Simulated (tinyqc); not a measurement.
Worked calculation: scattering rates of a carrier in a spherical band by Fermi's golden rule. Computed by tinyqc, a small Python program that keeps every step. Command: `OMP_NUM_THREADS=1 python tinyqc.py 3005081 3005082 out.jsonl scatter walk`. One thread of a shared host (Intel(R) Xeon(R) Processor @ 2.30GHz), about 0.01 s of CPU time with the checks. Intermediate numbers are printed to about 7 digits and carried at full precision; extremes and crossings named in words are read from the listed rows.

All processes here are isotropic or elastic, and the rate listed is the momentum relaxation rate.

Inputs (values chosen for the exercise, modelled on electrons in silicon):
```
quantity                                            value       unit
density-of-states mass of one valley m              0.318        m_0
non-parabolicity alpha                               0.52       1/eV
static permittivity eps_s                            11.7          -
density rho                                          2329     kg/m^3
sound velocity v_l                                   9120        m/s
acoustic deformation potential D_A                     10         eV
phonon energy hbar w                                 62.3        meV
optical or intervalley deformation potential D_o      4.3  1e8 eV/cm
final valleys Z_f                                       5          -
ionised impurity density N_I                      4.5e+16     1/cm^3
temperature T                                         250          K
carrier energy E                                       64        meV
alloy fraction x                                     0.26          -
alloy potential U                                     1.2         eV
lattice constant a                                   5.47   angstrom
```

Crystal: non-polar. Band: Kane. Impurity formula: Brooks-Herring. Further scattering: alloy.

Constants: m_0 = 9.1093837015e-31 kg; e = 1.602176634e-19 C; hbar = 1.054571817e-34 J s; k_B = 8.617333262e-05 eV/K; eps_0 = 8.8541878128e-12 F/m; k_B = 1.380649e-23 J/K; hbar = 6.582119569e-16 eV s.

## The band at energy E

Kane band: hbar^2 k^2/(2 m) = E (1 + alpha E), speed v = hbar k/(m (1 + 2 alpha E)), states per spin, volume and energy g(E) = m k (1 + 2 alpha E)/(2 pi^2 hbar^2); overlap factors are set to 1. Masses are multiplied by m_0 and all formulas are in SI units.

wave number k = 0.7429355 1/nm

speed v = 253586.3 m/s

g(E) = 1.675255e+20 1/(eV cm^3)

Non-parabolicity raises g(E) by a factor 1.084 and changes the speed by a factor 0.953 against a parabolic band at the same E.

## Phonon occupation and screening length

Phonon occupation N_q = 1/(exp(hbar w/(k_B T)) - 1). Debye screening by free carriers of density N_I: L_s = sqrt(eps_s eps_0 k_B T/(e^2 N_I)).

N_q = 0.05873179

screening length L_s = 17.59391 nm

Above the threshold emission is favoured over absorption by (N_q + 1)/N_q = exp(hbar w/k_B T) = 18.0, apart from the density of final states.

## Acoustic phonons

Acoustic deformation potential (elastic, equipartition, absorption and emission together): 1/tau = 2 pi k_B T D_A^2 g(E)/(hbar rho v_l^2).

acoustic rate = 2.849437e+12 1/s

## Optical or intervalley phonons

Optical or intervalley deformation potential: 1/tau = (pi Z_f D_o^2/(rho w)) [N_q g(E + hbar w) + (N_q + 1) g(E - hbar w)], with g = 0 below the band edge.

absorption rate = 3.143093e+11 1/s

emission rate = 5.640809e+11 1/s

Emission is 1.79 times absorption here.

## Ionised impurities

Singly charged impurities, momentum relaxation: 1/tau = N_I e^4 m (1 + 2 alpha E) Phi/(8 pi (eps_s eps_0)^2 hbar^3 k^3), with alpha = 0 for a parabolic band. Brooks-Herring: Phi = ln(1 + b) - b/(1 + b), b = 4 k^2 L_s^2.

b = 683.4185

ionised-impurity rate = 3.905640e+11 1/s

## All rates at E

Alloy disorder: 1/tau = (2 pi/hbar) Omega x (1 - x) U^2 g(E), Omega = a^3/4 (other conventions for Omega rescale U). Rates add: 1/tau_m is the sum, and the mean free path is v tau_m.

Momentum relaxation rates:
```
process               rate (1/s)  share (%)
acoustic            2.849437e+12   12.80819
optical absorption  3.143093e+11   1.412816
optical emission    5.640809e+11   2.535537
ionised impurity    3.905640e+11   1.755581
alloy               1.812861e+13   81.48788
```

momentum relaxation time tau_m = 44.94988 fs

mean free path = 11.39868 nm

The largest rate is alloy (81 %), then acoustic (13 %).

## Rates against energy

The formulas are those given above.

Momentum relaxation rates (1e12/s) and the total time:
```
E (meV)  acoustic  optical absorption  optical emission  ionised impurity     alloy  tau_m (fs)
6.2       0.82463            0.216062           0.00000      7.379375e+00   5.24646    73.17146
16.0      1.34153            0.233771           0.00000      2.306416e+00   8.53506    80.53618
31.0      1.90331            0.259832           0.00000      9.962701e-01  12.10917    65.49400
56.0      2.63928            0.301365           0.00000      4.645169e-01  16.79157    49.51295
69.0      2.97681            0.322336           1.12711      3.541679e-01  18.93900    42.15954
93.0      3.55768            0.360345           2.48780      2.400520e-01  22.63459    34.15246
140.0     4.61244            0.433400           4.19486      1.407094e-01  29.34517    25.82205
220.0     6.32103            0.557367           6.56363      7.794799e-02  40.21548    18.60969
370.0     9.55595            0.798758          10.76535      3.951368e-02  60.79657    12.20165
620.0    15.47267            1.244693          18.29418      2.007141e-02  98.43976     7.49224
```

The largest rate is ionised impurity at 6.20, alloy from 16.0 to 620 meV. Crossing hbar w = 62.3 meV opens emission: tau_m goes from 49.5 to 42.2 fs between the two rows around it. The impurity rate goes between the last rows as E^-1.31; the acoustic rate follows g(E) and grows by a factor 18.8 over the table (10.0 for a parabolic band). At 6.2, 16 meV hbar/tau exceeds E/2, so the golden rule loses its meaning there.

Checks made by the program: Brooks-Herring rate against the angular integral of the screened Coulomb matrix element (relative difference below 1e-10).
